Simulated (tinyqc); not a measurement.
Worked calculation: MP2 on RHF in the sto-3g basis, for H3+, spin multiplicity 1. Computed by tinyqc, a small Python program that keeps every step (integrals from PySCF). Settings: charge = 1, multiplicity = 1, basis = sto-3g, method = RHF, energy threshold = 1e-10, iteration cap = 76, orthogonalisation = symmetric, start = Wolfsberg-Helmholz matrix, DIIS depth = 6. Command: `OMP_NUM_THREADS=1 python tinyqc.py 20946 20947 out.jsonl` (the two numbers bound the seeds that draw the settings). One thread of a shared host (Intel(R) Xeon(R) Processor @ 2.60GHz), about 0.08 s of CPU time with the checks. The early iterations of the SCF are left out here.

## One-electron integrals

Geometry (angstrom):
```
atom         x         y         z
H     0.000000  0.000000  0.000000
H     0.000000  0.000000  0.934000
H     0.000000  0.809000  0.467000
```

Basis sto-3g: exponents (1/bohr^2) and contraction coefficients of normalised primitives:
```
element  l (shell)  exponent  coefficient
H            s (1)  3.425251     0.154329
H            s (1)  0.623914     0.535328
H            s (1)  0.168855     0.444635
```

Overlap, kinetic and nuclear-attraction integrals over the contracted functions; the nuclear repulsion is the sum of Za Zb / Rab.

nuclear repulsion = 1.69957371 hartree

overlap S:
```
          1H 1s     2H 1s     3H 1s
1H 1s  1.000000  0.536169  0.536099
2H 1s  0.536169  1.000000  0.536099
3H 1s  0.536099  0.536099  1.000000
```

kinetic energy T (hartree):
```
          1H 1s     2H 1s     3H 1s
1H 1s  0.760032  0.137649  0.137600
2H 1s  0.137649  0.760032  0.137600
3H 1s  0.137600  0.137600  0.760032
```

nuclear attraction V (hartree):
```
           1H 1s      2H 1s      3H 1s
1H 1s  -2.314575  -1.197190  -1.197008
2H 1s  -1.197190  -2.314575  -1.197008
3H 1s  -1.197008  -1.197008  -2.314518
```

core Hamiltonian H = T + V (hartree):
```
           1H 1s      2H 1s      3H 1s
1H 1s  -1.554543  -1.059541  -1.059408
2H 1s  -1.059541  -1.554543  -1.059408
3H 1s  -1.059408  -1.059408  -1.554487
```

## Two-electron integrals

Functions are numbered as in S; the eight-fold symmetry (ij|kl) = (ji|kl) = (kl|ij) leaves the list below.

Two-electron integrals (ij|kl) in chemists' order, unique and non-zero (hartree):
```
(11|11) 0.774606   (21|11) 0.340862   (21|21) 0.187203   (22|11) 0.500059
(22|21) 0.340862   (22|22) 0.774606   (31|11) 0.340805   (31|21) 0.170307
(31|22) 0.279168   (31|31) 0.187148   (32|11) 0.279168   (32|21) 0.170307
(32|22) 0.340805   (32|31) 0.170286   (32|32) 0.187148   (33|11) 0.500020
(33|21) 0.279190   (33|22) 0.500020   (33|31) 0.340805   (33|32) 0.340805
(33|33) 0.774606
```

## Orthogonalisation

S = U s U^T; symmetric (Loewdin) form X = U s^(-1/2) U^T, so that X^T S X = 1.

eigenvalues of S: 0.463831  0.463924  2.072245

X:
```
           1H 1s      2H 1s      3H 1s
1H 1s   1.210404  -0.257914  -0.257829
2H 1s  -0.257914   1.210404  -0.257829
3H 1s  -0.257829  -0.257829   1.210352
```

## Iteration 3 (converged): orbitals

converged F (hartree):
```
           1H 1s      2H 1s      3H 1s
1H 1s  -0.824288  -0.802999  -0.802924
2H 1s  -0.802999  -0.824288  -0.802924
3H 1s  -0.802924  -0.802924  -0.824230
```

Diagonalise F' = X^T F X, C = X C', fill 1 alpha and 1 beta electrons from the bottom; D = 2 C_occ C_occ^T. Each column has its largest component positive (the first on a tie).

F' = X^T F X (hartree):
```
           1          2          3
1  -0.421545  -0.375645  -0.375558
2  -0.375645  -0.421545  -0.375558
3  -0.375558  -0.375558  -0.421554
```

orbital energies (hartree): MO1 -1.172722, MO2 -0.046022, MO3 -0.045900

coefficients C:
```
            MO1        MO2        MO3
1H 1s  0.401082  -0.599356   1.038258
2H 1s  0.401082  -0.599356  -1.038258
3H 1s  0.401043   1.198778   0.000000
```

D after iteration 3:
```
          1H 1s     2H 1s     3H 1s
1H 1s  0.321733  0.321733  0.321702
2H 1s  0.321733  0.321733  0.321702
3H 1s  0.321702  0.321702  0.321671
```

## Convergence

Stop when the energy changes by less than 1e-10 hartree and every element of the error matrix X^T (F D S - S D F) X is below 3e-06.

Course of the cycle:
```
iteration  E (hartree)     change  largest element of the error matrix
1          -1.24582900          -                             1.17e-05
2          -1.24582900  -1.38e-10                             1.57e-06
3          -1.24582900  -2.52e-12                             1.60e-12
```

PySCF RHF in the same basis = -1.24582900 hartree

Converged in 3 iterations.

## Integrals over molecular orbitals

(pq|rs) = sum C_ip C_jq C_kr C_ls (ij|kl), one index at a time.

one-electron integrals over orbitals h = C^T H C (hartree):
```
           1          2          3
1  -1.772681   0.000016   0.000000
2   0.000016  -1.067290   0.000000
3   0.000000   0.000000  -1.067204
```

Two-electron integrals over orbitals (pq|rs), unique and non-zero (hartree):
```
(11|11) 0.599959    (21|11) -0.000016   (21|21) 0.143816    (22|11) 0.582542
(22|21) 0.092866    (22|22) 0.663800    (31|31) 0.143816    (32|31) -0.092861
(32|32) 0.073913    (33|11) 0.582560    (33|21) -0.092875   (33|22) 0.515944
(33|33) 0.663809
```

## Second-order Moller-Plesset energy

Hartree-Fock energy = -1.24582900 hartree

E2 = sum_ijab (ia|jb) [2 (ia|jb) - (ib|ja)] / (e_i + e_j - e_a - e_b) over occupied i, j and virtual a, b; the opposite-spin part is (ia|jb)^2 / denominator, the rest is same-spin, and SCS-MP2 scales them by 6/5 and 1/3.

Terms:
```
i  j  a  b   (ia|jb)   (ib|ja)  denominator       term
1  1  2  2  0.143816  0.143816    -2.253400  -0.009179
1  1  3  3  0.143816  0.143816    -2.253644  -0.009178
```

Pair energies (hartree; pair i-j sums ij and ji):
```
pair  opposite spin  same spin
1-1       -0.018356   0.000000
```

MP2 correlation energy = -0.01835619 hartree

SCS-MP2 correlation energy = -0.02202743 hartree

MP2 total energy = -1.26418519 hartree
